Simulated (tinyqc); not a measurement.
What each parameter does: six-band k.p model of the valence band of a wurtzite crystal.

At k = 0: E1 = D1c + D2c + Te + Le (pure HH); E2, E3 = Le + u +/- sqrt(u^2 + 2 D3c^2), u = (D1c - D2c + Te)/2, D1c = Dcr, D2c = D3c = Dso/3. The weight of LH in state 2 is fL = (E2 - Le)^2/((E2 - Le)^2 + 2 D3c^2). Relative strengths of transitions to the conduction band: for E perpendicular to c (TE) 1/2, fL/2, (1 - fL)/2; for E along c (TM) 0, 1 - fL, fL, with one momentum element for both directions.

Strain of a c-plane layer: exx = eyy = e_par, ezz = -2 (C13/C33) e_par; Le = D1 ezz + D2 (exx + eyy), Te = D3 ezz + D4 (exx + eyy).

Conduction edge: Ec = (top of the unstrained valence band) + Eg + (a1 + D1) ezz + (a2 + D2)(exx + eyy).

Parameters, chosen for this exercise (of the order of those of hexagonal CdSe; not measured data):
- Dcr = 0.0343 eV (crystal-field splitting)
- Dso = 0.4042 eV (spin-orbit splitting)
- Eg = 1.839 eV (direct gap at Gamma from the top of the unstrained valence band)
- a1 = -0.78 eV (gap potential along c)
- a2 = -3.56 eV (gap potential in the plane)
- D1 = -0.98 eV
- D2 = 1.05 eV
- D3 = 4.14 eV
- D4 = -2.23 eV
- C13 = 41 GPa
- C33 = 86 GPa
- e_par = -0.0122 (exx = eyy of a c-plane layer)

Splittings at k = 0 under the strain, fL and the lowest transition.

One parameter was then changed.

Results before and after:
```
case     E1 - E2 (meV)  E1 - E3 (meV)      fL  lowest transition (eV)
base             79.99         461.08  0.5028                  1.8142
changed          76.99         383.24  0.5475                  1.8142
```

Which of these changes was made? (a) Dso = 0.32336 eV; (b) C33 = 68.8 GPa; (c) C13 = 32.8 GPa; (d) D1 = -0.784 eV; (e) a1 = -0.624 eV; (f) D4 = -2.676 eV; (g) D3 = 3.312 eV; (h) e_par = -0.01464.

Answer: (a) Dso = 0.32336 eV. Of the candidates, run in turn, only this one gives the changed row.

All candidates:
```
case              E1 - E2 (meV)  E1 - E3 (meV)      fL  lowest transition (eV)
base                      79.99         461.08  0.5028                  1.8142
C33 = 68.8 GPa            85.88         467.23  0.5186                  1.7999
D1 = -0.784 eV            79.99         461.08  0.5028                  1.8142
Dso = 0.32336 eV          76.99         383.24  0.5475                  1.8142
C13 = 32.8 GPa            75.14         456.30  0.4902                  1.8257
a1 = -0.624 eV            79.99         461.08  0.5028                  1.8160
e_par = -0.01464          89.91         471.67  0.5297                  1.8093
D4 = -2.676 eV            85.32         466.63  0.5171                  1.8033
D3 = 3.312 eV             75.14         456.30  0.4902                  1.8239
```

D1 and D2 shift all valence edges and the conduction edge alike, so they drop out of splittings and transitions.

tinyqc: `OMP_NUM_THREADS=1 python tinyqc.py 1081272 1081273 out.jsonl`; about 0.01 s, one thread, shared Intel(R) Xeon(R) Processor @ 2.30GHz.
